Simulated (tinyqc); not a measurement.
Band-to-band tunnelling and avalanche in a reverse-biased abrupt junction: one step, computed by the program tinyqc. Command: `OMP_NUM_THREADS=1 python tinyqc.py 3013340 3013341 out.jsonl zener walk`. One thread of a shared host (Intel(R) Xeon(R) Processor @ 2.30GHz), about 0.01 s of CPU time with the checks.

Direct Kane tunnelling in the local field (for indirect gaps the mass is an effective fit) and one ionisation coefficient for both carriers. N is the doping of the light side, or N_A N_D/(N_A + N_D) for the symmetric junction; the built-in voltage is taken as E_g/e.

Question. Junction at the given bias. E_g(T) = E_g - (T - 300 K)(-dE_g/dT); b(T) = b [1 + (rise)(T - 300 K)]; w = sqrt(2 eps eps_0 (V_R + E_g/e)/(e N)); F_m = 2 (V_R + E_g/e)/w; the field falls linearly from F_m to 0 across w.

Inputs (values chosen for the exercise, modelled on germanium):
```
quantity                                  value    unit
band gap at 300 K, E_g                    0.646      eV
gap narrowing with temperature, -dE_g/dT   0.37   meV/K
permittivity eps                             16       -
effective doping N                        2e+17  1/cm^3
reverse bias V_R                           0.33       V
temperature T                               200       K
```

Junction: one-sided.

Constants: eps_0 = 8.8541878128e-12 F/m; e = 1.602176634e-19 C.

Give: E_g(T); depletion width w; peak field F_m; shortest tunnelling distance E_g/(e F_m).

Answer.

E_g(T) = 0.683 eV

depletion width w = 94.64 nm

peak field F_m = 0.2141 MV/cm

shortest tunnelling distance E_g/(e F_m) = 31.91 nm
